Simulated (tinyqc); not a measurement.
Inside a calculation: carrier statistics of a doped semiconductor with parabolic bands. Values are carried at full precision from step to step, so a last printed digit may differ when a step is redone from the rounded ones.

Constants: kB = 8.617333262e-05 eV/K; hbar^2/2m0 = 3.80998211 eV angstrom^2.

Parameters, chosen for this exercise (near those of GaAs; the results hold for these values, not for the real material):
```
symbol  value     unit    meaning
Eg0     1.507     eV      gap at 0 K
al      0.000508  eV/K    Varshni alpha
be      194       K       Varshni beta
T       200       K
ml      0.0657    m0      longitudinal electron mass
mt      0.0657    m0      transverse electron mass
Mv      1                 equivalent valleys
mhh     0.484     m0      heavy-hole mass
mlh     0.0788    m0      light-hole mass
ND      2e+15     1/cm^3  donors
NA      1.9e+16   1/cm^3  acceptors
ED      0.00565   eV      donor level below Ec
EA      0.0256    eV      acceptor level above Ev
```

## Gap and thermal energy

Eg(T) = Eg0 - al T^2/(T + be) (Varshni).

Eg = 1.45543 eV
kT = 0.017235 eV

The gap has shrunk by 51.6 meV from 0 K and is 84.4 kT wide.

## Effective densities of states

m_de = Mv^(2/3) (ml mt^2)^(1/3); m_dh = (mhh^(3/2) + mlh^(3/2))^(2/3); N = 2 (m kB T/(4 pi c))^(3/2) with c = hbar^2/2m0, in 1/angstrom^3; times 1e24 for 1/cm^3.

m_de = 0.0657 m0
m_dh = 0.5050 m0
Nc = 2.3003e+17 1/cm^3
Nv = 4.9016e+18 1/cm^3

The light holes supply 6.2 % of Nv, and Nc/Nv = 0.0469.

## Intrinsic density and level

With Boltzmann statistics ni = sqrt(Nc Nv) exp(-Eg/2kT) and Ei = Eg/2 + (kT/2) ln(Nv/Nc), counted from Ev.

ni = 0.488 1/cm^3
Ei = 0.7541 eV

Ei lies 26.4 meV above midgap, towards the band with the smaller density of states.

## Neutrality by bisection

Energies are counted from Ev, so Ec = Eg. n = Nc F_1/2((EF - Eg)/kT), p = Nv F_1/2(-EF/kT), ND+ = ND/(1 + 2 exp((EF - Eg + ED)/kT)), NA- = NA/(1 + 4 exp((EA - EF)/kT)); neutrality asks p + ND+ = n + NA-. F_j(eta) = (1/Gamma(j + 1)) integral_0^infinity x^j dx/(1 + exp(x - eta)), which tends to exp(eta) for eta << 0.

Start from the bracket [-0.2 eV, Eg + 0.2 eV]; at the midpoint EF take the sign of p + ND+ - n - NA-; where it is positive EF must rise. Fourteen steps are shown.

Bisection (eV, 1/cm^3):
```
step       low     high       EF         n         p       ND+       NA-  sign
1     -0.20000  1.65543  0.72771     0.106      2.25  2.00e+15  1.90e+16     -
2     -0.20000  0.72771  0.26386  2.17e-13  1.10e+12  2.00e+15  1.90e+16     -
3     -0.20000  0.26386  0.03193  3.10e-19  7.29e+17  2.00e+15  5.04e+15     +
4      0.03193  0.26386  0.14789  2.59e-16  9.20e+14  2.00e+15  1.89e+16     -
5      0.03193  0.14789  0.08991  8.96e-18  2.65e+16  2.00e+15  1.73e+16     +
6      0.08991  0.14789  0.11890  4.82e-17  4.94e+15  2.00e+15  1.87e+16     -
7      0.08991  0.11890  0.10441  2.08e-17  1.15e+16  2.00e+15  1.82e+16     -
8      0.08991  0.10441  0.09716  1.36e-17  1.74e+16  2.00e+15  1.79e+16     +
9      0.09716  0.10441  0.10078  1.68e-17  1.41e+16  2.00e+15  1.81e+16     -
10     0.09716  0.10078  0.09897  1.52e-17  1.57e+16  2.00e+15  1.80e+16     -
11     0.09716  0.09897  0.09806  1.44e-17  1.65e+16  2.00e+15  1.79e+16     +
12     0.09806  0.09897  0.09852  1.48e-17  1.61e+16  2.00e+15  1.80e+16     +
13     0.09852  0.09897  0.09874  1.50e-17  1.59e+16  2.00e+15  1.80e+16     -
14     0.09852  0.09874  0.09863  1.49e-17  1.60e+16  2.00e+15  1.80e+16     +
```

Each step halves the bracket, which is 0.226 meV wide at the last row.

## The neutral state

Solve the neutrality condition for EF to convergence.

EF = 0.0987 eV
n = 1.49e-17 1/cm^3
p = 1.60e+16 1/cm^3
ND+ = 2.00e+15 1/cm^3
NA- = 1.80e+16 1/cm^3

The material is p-type; 94.6 % of the acceptors are ionised. EF lies 5.73 kT inside the gap from the valence edge, so Boltzmann statistics would serve; n p/(Nc Nv exp(-Eg/kT)) = 0.999.

## Checks

- F_1/2(1) by the trapezoid rule against adaptive quadrature: both 1.575641.
- Positive against negative charge at the solution (1/cm^3): both 1.79651e+16.

tinyqc: `OMP_NUM_THREADS=1 python tinyqc.py 1650363 1650364 out.jsonl`; about 0.01 s, one thread, shared Intel(R) Xeon(R) Processor @ 2.30GHz.
